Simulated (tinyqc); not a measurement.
Polytypes by hexagonality, and a cubic inclusion as a quantum well, step by step. Values are carried at full precision from step to step, so a last printed digit may differ when a step is redone from the rounded ones.

A layer is h if its two neighbours in the periodic sequence sit on the same site, k otherwise; the hexagonality h is the share of h layers.

Constants: hbar^2/2m0 = 3.80998211 eV angstrom^2.

Inputs chosen for the exercise (of the order of those of SiC; shifted at random, so the results belong to these values and not to a real crystal):
- E3 = 2.396 eV (gap of the cubic polytype)
- E2 = 3.346 eV (gap of 2H)
- Ev2 = 0.12 eV (valence top of 2H above that of 3C)
- P2 = -0.0412 C/m^2 (spontaneous polarisation of 2H)
- Es = 3.302 eV (gap at the hexagonality hs)
- hs = 0.5 (hexagonality up to which the first line holds)
- m = (0.312, 0.308) m0 (electron mass along c in the cubic layer and in the host)
- d = 2.525 angstrom (thickness of a double layer)
- eps = 9.8 (dielectric constant)
- N = 8 (double layers in the cubic inclusion)

## Hexagonality

Stacking sequences:
```
polytype         sequence
15R       ABCACBCABACABCB
6H                 ABCACB
4H                   ABCB
2H                     AB
10H            ABCABCBACB
```

Give the h/k string and h of each.

Hexagonality:
```
polytype       h/k string       h
15R       hkkhkhkkhkhkkhk  0.4000
6H                 hkkhkk  0.3333
4H                   hkhk  0.5000
2H                     hh  1.0000
10H            hkkkkhkkkk  0.2000
```

## Gaps and band edges

Gap: E3 + (Es - E3) h/hs for h up to hs, then linear from Es to E2 at h = 1. Valence top Ev2 h and polarisation P2 h, both counted from 3C; Ec = Ev + gap.

Evaluate for each polytype.

Results:
```
polytype  gap (eV)  Ev (eV)  Ec (eV)  P (C/m^2)
15R         3.1208   0.0480   3.1688   -0.01648
6H          3.0000   0.0400   3.0400   -0.01373
4H          3.3020   0.0600   3.3620   -0.02060
2H          3.3460   0.1200   3.4660   -0.04120
10H         2.7584   0.0240   2.7824   -0.00824
```

The widest gap is that of 2H, the narrowest that of 10H. Ev and Ec both rise with h, so 3C collects electrons and the more hexagonal side holes: a staggered line-up.

## The bound level without the field

A cubic inclusion of width L = N d in the host (h = 0.4) is a well of depth V = Ec(host) - Ec(3C). Square well with mass mismatch: k tan(k L/2) = (m_w/m_b) q, k = sqrt(m_w E/c), q = sqrt(m_b (V - E)/c), c = hbar^2/2m0, lowest root. The depth of the level, V - E, is its binding, and the transition to the valence top of the host is gap(host) - (V - E). The step in polarisation gives a field |F| = |P|/(eps eps0) in a thin inclusion, eps0 = 8.8541878e-12 F/m.

Give V, L, the level E, its depth below the host conduction edge and the transition to the valence top of the host, gap(host) - (V - E).

V = 0.7728 eV
L = 20.200 angstrom
E above the bottom = 0.1496 eV
depth below the host edge = 0.6232 eV
transition = 2.4976 eV

The level keeps 81 % of the well depth. The transition lies above the gap of 3C itself (2.396 eV).

## The polarisation field

Give |F|, the drop |F| L, the bound charge |P|/e per cm^2 (e = 1.602176634e-19 C), and, as a first estimate, the shift -|F| L/2 of the transition for an electron centred in the layer and a hole in the host on the high side.

|F| = 1.899 MV/cm
drop = 383.6 meV
bound charge = 1.03e+13 cm^-2
estimated shift = -191.8 meV

The drop is 50 % of the well depth. The host edge on the low side sinks by 192 meV against the centre, less than the 623 meV by which the flat well binds.

## Checks

- Square-well root against finite differences on a grid of 0.5 angstrom (eV): both 0.150.

(tinyqc, `OMP_NUM_THREADS=1 python tinyqc.py 1881096 1881097 out.jsonl`, Intel(R) Xeon(R) Processor @ 2.30GHz, 1 thread, shared host, about 0.04 s.)
